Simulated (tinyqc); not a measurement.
# Schottky barrier on an n-type semiconductor with a doping step, non-linear Poisson equation by Newton steps, step by step

Numbers from tinyqc (`OMP_NUM_THREADS=1 python tinyqc.py 2020032 2020033 out.jsonl`; about 0.06 s on one thread of a shared Intel Xeon 2.30GHz). Printed values are rounded; ~0 in a residual or rate marks an entry under 1e-11 of the largest of its column.

One dimension, metal at x = 0, donor density C(x) = N1 for x < x1 and Nd beyond. Energies are counted from the electron Fermi level of the semiconductor and the conduction-band edge is Ec = -psi, so n = Nc exp(psi/Vt); holes follow the Fermi level of the metal, at -V, so p = Nv exp((V - psi - Eg)/Vt). Ends: psi(0) = V - phiB and psi = Vt ln(Nd/Nc) deep inside. Boltzmann statistics, full ionisation, no current, no image force in the Poisson equation.

Parameters, values chosen for the exercise; band and dielectric values close to those of cadmium telluride: temperature T = 250 K; band gap Eg = 1.5 eV; relative permittivity eps_r = 10.2; conduction-band density of states at T Nc = 6.14e17 cm^-3; valence-band density of states at T Nv = 1.37e19 cm^-3; donor density deep in the semiconductor Nd = 9.1e15 cm^-3; barrier height phiB = 1.02 eV; bias of the metal against the semiconductor V = 0 V; depth of the doping step x1 = 140 nm; donor density above the step N1 = 2.7e15 cm^-3.

Constants: q = 1.602176634e-19 C, kB = 1.380649e-23 J/K, Vt = kB T/q, eps0 = 8.8541878128e-14 F/cm where lengths are in cm. Results are converted to the units shown.

## End potentials, built-in voltage, Debye length

psi_0 = V - phiB, psi_b = Vt ln(Nd/Nc), Vbi = phiB - Vt ln(Nc/Nd), LD = sqrt(eps0 eps_r Vt/(q Nd)), W = sqrt(2 eps0 eps_r (Vbi - V)/(q Nd)), hole density at the metal p_0 = Nv exp((phiB - Eg)/Vt).

psi_0 = -1.02 V
psi_b = -0.0907345 V
Vbi = 0.929266 V
LD = 36.5304 nm
W for uniform Nd = 339.300 nm
p_0 = 2.88633e9 cm^-3

The hole density at the metal is 3.2e-7 times Nd, so holes hardly matter.

## Doping on the mesh

| node | x (nm) |
|---|---|
| 0 | 0 |
| 1 | 28 |
| 2 | 61.8 |
| 3 | 103 |
| 4 | 152 |
| 5 | 211 |
| 6 | 283 |
| 7 | 370 |
| 8 | 475 |
| 9 | 601 |
| 10 | 754 |
| 11 | 939 |

C = N1 for x < x1 and Nd beyond, taken at the nodes.

| node | donor density C (cm^-3) |
|---|---|
| 0 | 2.7e15 |
| 1 | 2.7e15 |
| 2 | 2.7e15 |
| 3 | 2.7e15 |
| 4 | 9.1e15 |
| 5 | 9.1e15 |
| 6 | 9.1e15 |
| 7 | 9.1e15 |
| 8 | 9.1e15 |
| 9 | 9.1e15 |
| 10 | 9.1e15 |
| 11 | 9.1e15 |

## Couplings between neighbouring nodes

a_i = eps0 eps_r/h_i for the interval from node i to i + 1, with h_i = x_(i+1) - x_i in cm.

| interval | coupling a_i (F/cm^2) |
|---|---|
| 0 | 3.22545e-7 |
| 1 | 2.67197e-7 |
| 2 | 2.19206e-7 |
| 3 | 1.84312e-7 |
| 4 | 1.53072e-7 |
| 5 | 1.25434e-7 |
| 6 | 1.03808e-7 |
| 7 | 8.60121e-8 |
| 8 | 7.16768e-8 |
| 9 | 5.90279e-8 |
| 10 | 4.88177e-8 |

## Starting potential

The parabola psi_b - (psi_b - psi_0)(1 - x/W)^2 for x < W and psi_b beyond, with psi_0 = V - phiB, psi_b = Vt ln(Nd/Nc), W = sqrt(2 eps0 eps_r (psi_b - psi_0)/(q Nd)).

| node | psi at the start (V) |
|---|---|
| 0 | -1.02000 |
| 1 | -0.87296 |
| 2 | -0.71232 |
| 3 | -0.54145 |
| 4 | -0.37390 |
| 5 | -0.22360 |
| 6 | -0.11632 |
| 7 | -0.09073 |
| 8 | -0.09073 |
| 9 | -0.09073 |
| 10 | -0.09073 |
| 11 | -0.09073 |

## Iteration 1: densities, residual and Jacobian diagonal

n_i = Nc exp(psi_i/Vt), p_i = Nv exp((V - psi_i - Eg)/Vt), rho_i = p_i - n_i + C_i, g_i = (n_i + p_i)/Vt. Box widths w_i = (h_(i-1) + h_i)/2 in cm. Residual F_i = a_i (psi_(i+1) - psi_i) - a_(i-1) (psi_i - psi_(i-1)) + q rho_i w_i; Jacobian: a_(i-1) and a_i beside the diagonal, b_i = -a_(i-1) - a_i - q g_i w_i on it. The two end nodes are fixed.

| node | n (cm^-3) | p (cm^-3) |
|---|---|---|
| 0 | 0.00168218 | 2.88633e9 |
| 1 | 1.54928 | 3.13393e6 |
| 2 | 2682.35 | 1810.11 |
| 3 | 7.46596e6 | 0.650330 |
| 4 | 1.78069e10 | 2.72666e-4 |
| 5 | 1.90773e13 | 2.54508e-7 |
| 6 | 2.77505e15 | 1.74964e-9 |
| 7 | 9.1e15 | 5.33554e-10 |
| 8 | 9.1e15 | 5.33554e-10 |
| 9 | 9.1e15 | 5.33554e-10 |
| 10 | 9.1e15 | 5.33554e-10 |
| 11 | 9.1e15 | 5.33554e-10 |

| node | residual F (C/cm^2) | diagonal b (F/cm^2) |
|---|---|---|
| 1 | -3.16846e-9 | -5.89743e-7 |
| 2 | -3.84522e-9 | -4.86403e-7 |
| 3 | -4.62452e-9 | -4.03517e-7 |
| 4 | -1.54061e-14 | -3.37385e-7 |
| 5 | -2.00202e-11 | -2.79436e-7 |
| 6 | -2.74492e-9 | -3.93315e-7 |
| 7 | -2.65592e-9 | -8.39516e-7 |
| 8 | ~0 | -9.39354e-7 |
| 9 | ~0 | -1.07479e-6 |
| 10 | ~0 | -1.25158e-6 |

## Iteration 1: Newton step

Solve the tridiagonal system a_(i-1) d_(i-1) + b_i d_i + a_i d_(i+1) = -F_i for nodes 1 to 10, with d = 0 on fixed nodes. The full step is added.

| node | Newton step d (V) |
|---|---|
| 1 | -0.0293125 |
| 2 | -0.0528387 |
| 3 | -0.0639740 |
| 4 | -0.0521267 |
| 5 | -0.0378617 |
| 6 | -0.0205744 |
| 7 | -0.0057620 |
| 8 | -0.0005303 |
| 9 | -0.0000355 |
| 10 | -0.0000017 |

| node | psi after iteration 1 (V) |
|---|---|
| 0 | -1.02000 |
| 1 | -0.90227 |
| 2 | -0.76515 |
| 3 | -0.60542 |
| 4 | -0.42603 |
| 5 | -0.26147 |
| 6 | -0.13689 |
| 7 | -0.09650 |
| 8 | -0.09126 |
| 9 | -0.09077 |
| 10 | -0.09074 |
| 11 | -0.09073 |

## Iteration 2: densities, residual and Jacobian diagonal

As before.

| node | n (cm^-3) | p (cm^-3) |
|---|---|---|
| 0 | 0.00168218 | 2.88633e9 |
| 1 | 0.397390 | 1.22181e7 |
| 2 | 230.852 | 21032.3 |
| 3 | 3.83201e5 | 12.6705 |
| 4 | 1.58402e9 | 0.00306520 |
| 5 | 3.29048e12 | 1.47557e-6 |
| 6 | 1.06785e15 | 4.54685e-9 |
| 7 | 6.96440e15 | 6.97165e-10 |
| 8 | 8.87873e15 | 5.46851e-10 |
| 9 | 9.08503e15 | 5.34433e-10 |
| 10 | 9.09929e15 | 5.33595e-10 |
| 11 | 9.1e15 | 5.33554e-10 |

| node | residual F (C/cm^2) | diagonal b (F/cm^2) |
|---|---|---|
| 1 | 2.38629e-18 | -5.89743e-7 |
| 2 | ~0 | -4.86403e-7 |
| 3 | -1.09021e-17 | -4.03517e-7 |
| 4 | -2.32413e-14 | -3.37384e-7 |
| 5 | -1.86178e-11 | -2.78667e-7 |
| 6 | -1.20118e-9 | -2.92378e-7 |
| 7 | -4.58830e-10 | -6.87045e-7 |
| 8 | -5.06029e-12 | -9.20348e-7 |
| 9 | -2.75325e-14 | -1.07324e-6 |
| 10 | -7.42303e-17 | -1.25149e-6 |

## Iteration 2: Newton step

As before.

| node | Newton step d (1e-3 V) |
|---|---|
| 1 | -0.70866 |
| 2 | -1.56411 |
| 3 | -2.60685 |
| 4 | -3.84700 |
| 5 | -5.34009 |
| 6 | -7.02057 |
| 7 | -1.74986 |
| 8 | -0.16992 |
| 9 | -0.01140 |
| 10 | -0.00054 |

| node | psi after iteration 2 (V) |
|---|---|
| 0 | -1.02000 |
| 1 | -0.90298 |
| 2 | -0.76672 |
| 3 | -0.60803 |
| 4 | -0.42988 |
| 5 | -0.26681 |
| 6 | -0.14391 |
| 7 | -0.09825 |
| 8 | -0.09143 |
| 9 | -0.09078 |
| 10 | -0.09074 |
| 11 | -0.09073 |

## Iteration 3: densities, residual and Jacobian diagonal

As before.

| node | n (cm^-3) | p (cm^-3) |
|---|---|---|
| 0 | 0.00168218 | 2.88633e9 |
| 1 | 0.384531 | 1.26267e7 |
| 2 | 214.685 | 22616.1 |
| 3 | 3.39527e5 | 14.3003 |
| 4 | 1.32498e9 | 0.00366447 |
| 5 | 2.56808e12 | 1.89065e-6 |
| 6 | 7.70869e14 | 6.29853e-9 |
| 7 | 6.42108e15 | 7.56156e-10 |
| 8 | 8.80898e15 | 5.51181e-10 |
| 9 | 9.08023e15 | 5.34716e-10 |
| 10 | 9.09907e15 | 5.33609e-10 |
| 11 | 9.1e15 | 5.33554e-10 |

| node | residual F (C/cm^2) | diagonal b (F/cm^2) |
|---|---|---|
| 1 | 3.32010e-21 | -5.89743e-7 |
| 2 | ~0 | -4.86403e-7 |
| 3 | -1.92402e-21 | -4.03517e-7 |
| 4 | -2.06056e-17 | -3.37384e-7 |
| 5 | -9.78369e-14 | -2.78632e-7 |
| 6 | -6.49773e-11 | -2.74819e-7 |
| 7 | -3.43985e-11 | -6.48254e-7 |
| 8 | -5.09735e-13 | -9.14356e-7 |
| 9 | -2.84418e-15 | -1.07274e-6 |
| 10 | -7.68030e-18 | -1.25146e-6 |

## Iteration 3: Newton step

As before.

| node | Newton step d (1e-4 V) |
|---|---|
| 1 | -0.42522 |
| 2 | -0.93852 |
| 3 | -1.56420 |
| 4 | -2.30834 |
| 5 | -3.20434 |
| 6 | -4.29316 |
| 7 | -1.23435 |
| 8 | -0.12233 |
| 9 | -0.00822 |
| 10 | -0.00039 |

| node | psi after iteration 3 (V) |
|---|---|
| 0 | -1.02000 |
| 1 | -0.90302 |
| 2 | -0.76681 |
| 3 | -0.60818 |
| 4 | -0.43011 |
| 5 | -0.26713 |
| 6 | -0.14434 |
| 7 | -0.09837 |
| 8 | -0.09145 |
| 9 | -0.09078 |
| 10 | -0.09074 |
| 11 | -0.09073 |

## Course of the Newton iteration

Stop when the largest undamped |d| is below 1e-9 V, or after 80 iterations.

Course of the iteration:

| iteration | largest \|F\| (C/cm^2) | largest \|d\| (V) | at node |
|---|---|---|---|
| 1 | 4.62e-9 | 0.0640 | 3 |
| 2 | 1.20e-9 | 7.02e-3 | 6 |
| 3 | 6.50e-11 | 4.29e-4 | 6 |
| 4 | 1.94e-13 | 1.35e-6 | 6 |
| 5 | 2.37e-18 | 1.39e-11 | 6 |

Converged in 5 iterations. Once the step is below 0.1 Vt, 2 more iteration(s) reach the threshold: near the solution the error is roughly squared each time.

## Converged densities, field and barrier lowering

| node | converged psi (V) |
|---|---|
| 0 | -1.02000 |
| 1 | -0.90302 |
| 2 | -0.76681 |
| 3 | -0.60818 |
| 4 | -0.43011 |
| 5 | -0.26713 |
| 6 | -0.14435 |
| 7 | -0.09837 |
| 8 | -0.09145 |
| 9 | -0.09078 |
| 10 | -0.09074 |
| 11 | -0.09073 |

n and p as above; E_i = -(psi_(i+1) - psi_i)/h_i; at the metal |E_0| = |E on interval 0| + q rho_0 (h_0/2)/(eps0 eps_r), rho_0 = p_0 - n_0 + C_0; image-force lowering dphi = sqrt(q |E_0|/(4 pi eps0 eps_r)).

| node | n (cm^-3) | p (cm^-3) |
|---|---|---|
| 0 | 0.00168218 | 2.88633e9 |
| 1 | 0.383771 | 1.26517e7 |
| 2 | 213.749 | 22715.1 |
| 3 | 3.37063e5 | 14.4048 |
| 4 | 1.31081e9 | 0.00370407 |
| 5 | 2.53005e12 | 1.91907e-6 |
| 6 | 7.55612e14 | 6.42571e-9 |
| 7 | 6.38426e15 | 7.60518e-10 |
| 8 | 8.80396e15 | 5.51496e-10 |
| 9 | 9.07988e15 | 5.34736e-10 |
| 10 | 9.09905e15 | 5.33610e-10 |
| 11 | 9.1e15 | 5.33554e-10 |

| interval | field E (kV/cm) |
|---|---|
| 0 | -41.7783 |
| 1 | -40.2982 |
| 2 | -38.5020 |
| 3 | -36.3418 |
| 4 | -27.6242 |
| 5 | -17.0530 |
| 6 | -5.2845 |
| 7 | -0.6594 |
| 8 | -0.0528 |
| 9 | -0.0030 |
| 10 | -0.0001 |

|E_0| at the metal = 42.4489 kV/cm
image-force lowering = 24.4799 mV

A mesh of about 1000 nodes or more gives |E_0| = 41.46 kV/cm; the 12-node value is 2.4 % above it.
